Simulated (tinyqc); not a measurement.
## Strained alloy layer of InP and GaP on (001) GaAs, model-solid band line-up: gaps, strain and offsets against composition

The layer is x parts of the first compound and 1 - x of the second, grown coherently on the third as substrate and barrier. Rows of the table: lattice constant a, average valence level Ea on an absolute scale, spin-orbit splitting so, gaps at Gamma, X and L, hydrostatic deformation potentials av and ac (Gamma), shear potential b, elastic constants, electron and heavy-hole (along z) masses. All are interpolated linearly in x; gaps get -C x (1 - x), taken wholly in the conduction band; real line-ups can differ from this model by 0.1 eV or more.

In-plane strain e = (a_substrate - a)/a, e_z = -2 (c12/c11) e, volume change 2 e + e_z. With v = 2 e + e_z and d = 2 b (e_z - e): Eav = Ea + av v; E_hh = Eav + so/3 - d/2; E_lh = Eav - so/6 + d/4 + sqrt(so^2 + so d + 9 d^2/4)/2; E_c = Ea + so/3 + EG + ac v (Gamma). Substrate: E_v = Ea + so/3, E_c = E_v + EG. Well depths: dEc = E_c(substrate) - E_c, dEhh = E_hh - E_v(substrate), dElh likewise; strained Gamma gap E_c - max(E_hh, E_lh); positive values confine carriers in the layer. Matthews-Blakeslee for 60-degree dislocations in a single layer: hc = k (ln(hc/bv) + 1), k = bv (1 - nu/4)/(4 pi |e| (1 + nu)), nu = c12/(c11 + c12), bv = a/sqrt(2); the larger root. The valence offset is the larger of dEhh and dElh; a dash marks |e| under 0.02 % or no root.

Inputs (values chosen for the exercise):
- CG = 0.65 eV (bowing of the Gamma gap)
- CX = 0.2 eV (bowing of the X gap)
- CL = 1.03 eV (bowing of the L gap)

Binary compounds, values chosen for the exercise:

|  | close to InP | close to GaP | close to GaAs |
|---|---|---|---|
| a (angstrom) | 5.869 | 5.451 | 5.653 |
| Ea (eV) | -7.04 | -7.4 | -6.92 |
| so (eV) | 0.11 | 0.0804 | 0.336 |
| EG (eV) | 1.34 | 2.8 | 1.44 |
| EX (eV) | 2.21 | 2.23 | 1.92 |
| EL (eV) | 1.94 | 2.62 | 1.7 |
| av (eV) | 1.28 | 1.72 | 1.17 |
| ac (eV) | -5 | -7.21 | -7.23 |
| b (eV) | -1.7 | -1.78 | -1.68 |
| c11 (GPa) | 101 | 142 | 120 |
| c12 (GPa) | 55.7 | 62.2 | 53.7 |
| me (m0) | 0.0792 | 0.128 | 0.0679 |
| mh (m0) | 0.533 | 0.328 | 0.354 |

Gaps, strain and offsets against composition:

| x | e (%) | relaxed Gamma gap (eV) | lower of X and L gaps (eV) | strained Gamma gap (eV) | E_hh - E_lh (meV) | dEc (eV) | valence offset (eV) | hc (nm) |
|---|---|---|---|---|---|---|---|---|
| 0.25 | 1.755 | 2.313 | 2.188 | 2.059 | -156.6 | -0.2742 | -0.3449 | 4.21 |
| 0.31 | 1.298 | 2.208 | 2.181 | 2.027 | -112.4 | -0.2273 | -0.3601 | 6.40 |
| 0.38 | 0.7694 | 2.092 | 2.119 | 1.991 | -63.03 | -0.1757 | -0.3752 | 12.8 |
| 0.44 | 0.3209 | 1.997 | 2.067 | 1.958 | -24.17 | -0.1341 | -0.3841 | 38.2 |
| 0.5 | -0.1237 | 1.907 | 2.022 | 1.913 | 8.087 | -0.09501 | -0.3779 | 119 |
| 0.56 | -0.5643 | 1.822 | 1.985 | 1.846 | 30.10 | -0.05841 | -0.3471 | 19.0 |
| 0.62 | -1.001 | 1.742 | 1.956 | 1.780 | 42.77 | -0.02436 | -0.3158 | 9.08 |
| 0.69 | -1.506 | 1.654 | 1.930 | 1.707 | 51.03 | 0.01212 | -0.2787 | 5.22 |
| 0.75 | -1.934 | 1.583 | 1.917 | 1.646 | 55.50 | 0.04056 | -0.2463 | 3.66 |

What does the comparison show?

The relaxed Gamma gap falls from 2.31 to 1.58 eV and the strained one falls from 2.06 to 1.65 eV. The lattice matches the substrate at x = 0.483; the heavy hole is on top where the layer is compressed (e < 0) and the light hole where it is stretched. The relaxed alloy turns direct at x = 0.340. dEc rises from -0.274 to 0.0406 eV and the valence offset goes from -0.345 through a minimum of -0.384 (at x = 0.44 among the rows listed) to -0.246 eV. At the largest strain listed, -1.93 %, strain changes the gap by 62.6 meV. For x = 0.25, 0.31 the lowest conduction valley of the relaxed alloy is X or L, so the gap and dEc listed hold for Gamma only.

tinyqc, about 0.01 s, one thread, Intel Xeon 2.30GHz (shared host): `OMP_NUM_THREADS=1 python tinyqc.py 2690009 2690010 out.jsonl`
